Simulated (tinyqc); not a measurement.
Six-band k.p model of the valence band of a wurtzite crystal, step by step. Values are carried at full precision from step to step, so a last printed digit may differ when a step is redone from the rounded ones.

At k = 0: E1 = D1c + D2c + Te + Le (pure HH); E2, E3 = Le + u +/- sqrt(u^2 + 2 D3c^2), u = (D1c - D2c + Te)/2, D1c = Dcr, D2c = D3c = Dso/3. The weight of LH in state 2 is fL = (E2 - Le)^2/((E2 - Le)^2 + 2 D3c^2). Relative strengths of transitions to the conduction band: for E perpendicular to c (TE) 1/2, fL/2, (1 - fL)/2; for E along c (TM) 0, 1 - fL, fL, with one momentum element for both directions.

Constants: hc = 1239.841984 eV nm; hbar^2/2m0 = 3.80998211 eV angstrom^2.

Values chosen for the exercise (of the order of those of hexagonal CdSe; the results hold for these values, not for the real material): Dcr = 0.0405 eV (crystal-field splitting); Dso = 0.4029 eV (spin-orbit splitting); e_par = -0.0111 (exx = eyy of a c-plane layer); D1 = -1.01 eV; D2 = 0.95 eV; D3 = 4.04 eV; D4 = -2.09 eV; C13 = 40 GPa; C33 = 86 GPa; Eg = 1.822 eV (direct gap at Gamma from the top of the unstrained valence band); a1 = -0.74 eV (gap potential along c); a2 = -3.85 eV (gap potential in the plane); A1 = -4.98; A2 = -0.44; A3 = 4.45; A4 = -1.26; A5 = -1.29; A6 = -0.47; kt = 0.07 1/angstrom (in-plane wave vector); kz = 0.048 1/angstrom (wave vector along c); kmax = 0.15 1/angstrom (end of the path).

## Edges without strain

Set Le = Te = 0.

E1, E2, E3 without strain (eV): 0.1748  0.1487  -0.2425

fL = 0.3801

edges from the top (eV): 0.0000  -0.0261  -0.4173

The top is state 1 (HH), TE light alone.

## Strain terms

Strain of a c-plane layer: exx = eyy = e_par, ezz = -2 (C13/C33) e_par; Le = D1 ezz + D2 (exx + eyy), Te = D3 ezz + D4 (exx + eyy).

Form ezz, Le and Te.

ezz = 0.010326
Le (strain shift of all three valence states) = -0.03152 eV
Te (further shift of HH and LH) = 0.08811 eV

## Edges and polarisation under strain

Use Le and Te.

E1, E2, E3 under strain (eV): 0.2314  0.1556  -0.2243

fL = 0.4925

Relative strengths:

| state | TE | TM |
|---|---|---|
| 1 | 0.500 | 0.000 |
| 2 | 0.246 | 0.507 |
| 3 | 0.254 | 0.493 |

The top is state 1 (HH), TE light alone; the next state lies 75.8 meV lower.

## Transition energies

Conduction edge: Ec = (top of the unstrained valence band) + Eg + (a1 + D1) ezz + (a2 + D2)(exx + eyy).

Ec minus each strained valence edge (state 1 is HH, states 2 and 3 are mixtures of LH and CH); wavelength hc/E of the lowest.

Ec = 2.0431 eV

transitions to states 1, 2, 3 (eV): 1.8117  1.8875  2.2674

wavelength = 684.3 nm

Strain moves the lowest transition by -10 meV. The deformation potentials of this set are rough, and this small net shift can differ from measurement even in sign.

## The block at one k

Block form of the six-band Hamiltonian (electron energies, z along c, kt the in-plane wave vector, c0 = hbar^2/2m0): H = [[F, K, -iW], [K, G, D - iW], [iW, D + iW, L]] in the basis HH, LH, CH; the other block is its conjugate and has the same levels. F = D1c + D2c + L + T, G = D1c - D2c + L + T, D = sqrt(2) D3c, with D1c = Dcr, D2c = D3c = Dso/3; L = c0 (A1 kz^2 + A2 kt^2) + Le, T = c0 (A3 kz^2 + A4 kt^2) + Te, K = c0 A5 kt^2, W = c0 A6 kt kz. The zero of energy is the CH state without spin-orbit coupling and strain; the term linear in k is left out.

Fill in the matrix.

H(k) (eV):
```
          HH              LH              CH
HH    0.1950         -0.0241         0.0060i
LH   -0.0241         -0.0736  0.1899+0.0060i
CH  -0.0060i  0.1899-0.0060i         -0.0834
```

## Levels and weights

H is one of the two 3 x 3 blocks into which the six-band matrix falls, in the basis HH, LH, CH of the unmixed zone-centre states. Diagonalise it.

levels from the top (eV): 0.1992  0.1080  -0.2693

weights:
```
      top  second  third
HH  0.960   0.039  0.001
LH  0.027   0.485  0.488
CH  0.013   0.476  0.511
```

## Bands in the plane and along c

Six points from 0 to kmax each way.

Levels (eV):

| \|k\| (1/angstrom) | top, in plane | second | third | top, along c | second, along c | third, along c |
|---|---|---|---|---|---|---|
| 0.000 | 0.2314 | 0.1556 | -0.2243 | 0.2314 | 0.1556 | -0.2243 |
| 0.030 | 0.2257 | 0.1518 | -0.2280 | 0.2296 | 0.1462 | -0.2338 |
| 0.060 | 0.2106 | 0.1391 | -0.2397 | 0.2241 | 0.1198 | -0.2641 |
| 0.090 | 0.1913 | 0.1135 | -0.2606 | 0.2150 | 0.0816 | -0.3204 |
| 0.120 | 0.1726 | 0.0730 | -0.2936 | 0.2023 | 0.0387 | -0.4098 |
| 0.150 | 0.1548 | 0.0218 | -0.3432 | 0.1860 | -0.0034 | -0.5377 |

Along c the HH state has the mass -1/(A1 + A3) = 1.89 and the CH state -1/A1 = 0.201; in the plane, far from the edge, the masses tend to -1/(A2 + A4 - A5) = 2.44, -1/(A2 + A4 + A5) = 0.334 and -1/A2 = 2.27.

## Checks

- Closed-form edges against the diagonalisation at k = 0: they agree to 1e-10 or better.

Run: tinyqc, `OMP_NUM_THREADS=1 python tinyqc.py 1050991 1050992 out.jsonl`; Intel(R) Xeon(R) Processor @ 2.30GHz, one thread, shared host; about 0.01 s of CPU time with all checks.
